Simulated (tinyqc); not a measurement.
Bandgap voltage reference from two bipolar transistors: one step of the calculation.

Two transistors of area 1 and N carry the same current I. Is(T) = Is (T/T0)^eta exp[(Vg0 q/kB)(1/T0 - 1/T)], VBE1 = Vt ln(I/Is(T)) + I rb, VBE2 = Vt ln(I/(N Is(T))) + I rb/N. The amplifier forces I R1(T) = VBE1 - VBE2 + Vos, with R(T) = R (1 + tc (T - T0)) for both resistors, and the output is Vref = VBE1 + I R2(T). Base currents and the Early effect are neglected.

Problem. Operating point at another temperature. Vt = kB T/q; I = (Vt ln N + Vos)/(R1(T) - rb (1 - 1/N)).

Values chosen for this exercise; values of the order met in silicon bipolar transistors: reference temperature T0 = 300 K; band-gap voltage extrapolated to 0 K Vg0 = 1.189 V; temperature exponent of the saturation current eta = 3; saturation current of the unit transistor at T0 Is = 4.2e-16 A; area ratio of the second transistor N = 15; resistor across which the difference of VBE falls, at T0 R1 = 27 kohm; temperature coefficient of both resistors tc = 1200 ppm/K; offset of the amplifier Vos = 0 mV; series resistance of the unit transistor rb = 27 ohm; output resistor at T0 R2 = 253.3 kohm; temperature T = 333 K.

Constants: q = 1.602176634e-19 C, kB = 1.380649e-23 J/K. Results are converted to the units shown.

Find: Vt; I; Is(T); VBE1; I R2; Vref.

Solution.

Vt = 0.028696 V
I = 2.7710 uA
Is(T) = 5.4784e-14 A
VBE1 = 0.50911 V
I R2 = 0.72968 V
Vref = 1.2388 V

From T0 to T, VBE1 changes by -73.8 mV and I R2 by 72.3 mV, which leaves -1.49 mV in Vref.

Numbers from tinyqc (`OMP_NUM_THREADS=1 python tinyqc.py 2062052 2062053 out.jsonl`; about 0.02 s on one thread of a shared Intel Xeon 2.30GHz).
